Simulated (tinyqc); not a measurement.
Tight binding, honeycomb lattice, step by step. Computed by tinyqc, a small Python program that keeps every step. Settings: t1 = 1.78, t2 = 0.27, phi = 0, delta = 0.86, points = 7. Command: `OMP_NUM_THREADS=1 python tinyqc.py 30104 30105 out.jsonl` (the two numbers bound the seeds that draw the settings). One thread of a shared host (Intel(R) Xeon(R) Processor @ 2.60GHz), about 0.01 s of CPU time with the checks.

## Bloch Hamiltonian at k

Parameters chosen for this model:
```
parameter,value,unit
t1,1.780000,"eV, nearest"
t2,0.270000,"eV, second neighbours"
phi,0,"rad, phase of t2 (Haldane)"
delta,0.860000,"eV, +/- on A and B"
```

k point k (fractions of the reciprocal vectors): 0.070000  -0.270000

H_AB = -t1 (1 + exp(-i k.a1) + exp(-i k.a2)); H_AA = delta - 2 t2 sum cos(k.b + phi), H_BB = -delta - 2 t2 sum cos(k.b - phi), b = a1, a2 - a1, -a2.

H(k) at k (eV):
```
,A,B
A,0.728420,-3.167499-1.008077i
B,-3.167499+1.008077i,-0.991580
```

## Levels at k

Diagonalise the Hermitian matrix.

eigenvalues (eV): -3.565072  3.301912

weights |c|^2 of the basis functions:
```
,band 1,band 2
A,0.374763,0.625237
B,0.625237,0.374763
```

## Bloch Hamiltonian at K

k point K (fractions of the reciprocal vectors): 0.333333  0.666667

As before.

H(k) at K (eV):
```
,A,B
A,1.670000,0.000000
B,0.000000,-0.050000
```

## Levels at K

As before.

eigenvalues (eV): -0.050000  1.670000

weights |c|^2 of the basis functions:
```
,band 1,band 2
A,0.000000,1.000000
B,1.000000,0.000000
```

## Bands along a path

The same steps at evenly spaced points between the labelled ones.

Bands along the path (eV):
```
k,band 1,band 2
G,-7.028808,3.788808
G-K 0.25,-6.143815,3.733200
G-K 0.50,-3.932404,3.392404
G-K 0.75,-1.436866,2.516866
K,-0.050000,1.670000
K-M 0.25,-0.369114,1.896465
K-M 0.50,-0.895955,2.226570
K-M 0.75,-1.292841,2.443934
M,-1.436866,2.516866
M-K' 0.25,-1.292841,2.443934
M-K' 0.50,-0.895955,2.226570
M-K' 0.75,-0.369114,1.896465
K',-0.050000,1.670000
```

With 1 band(s) filled, the highest filled level on these points lies at K and the lowest empty one at K: a gap of 1.7200 eV, direct.

## Chern number of the lower band

On a 7 x 7 mesh, the phase of the product of overlaps around each plaquette (k1 then k2); the sum over 2 pi is an integer.

plaquette phases (rad):
```
,1,2,3,4,5,6,7
1,0.000000,-0.010013,-0.037457,-0.053904,0.035105,0.020008,0.007481
2,0.010013,0.000000,-0.026630,-0.174273,-0.156107,0.033052,0.020008
3,0.037457,0.026630,0.000000,-0.161392,-0.883319,-0.156107,0.035105
4,0.053904,0.174273,0.161392,0.000000,-0.161392,-0.174273,-0.053904
5,-0.035105,0.156107,0.883319,0.161392,0.000000,-0.026630,-0.037457
6,-0.020008,-0.033052,0.156107,0.174273,0.026630,0.000000,-0.010013
7,-0.007481,-0.020008,-0.035105,0.053904,0.037457,0.010013,0.000000
```

Chern number = 0.000000
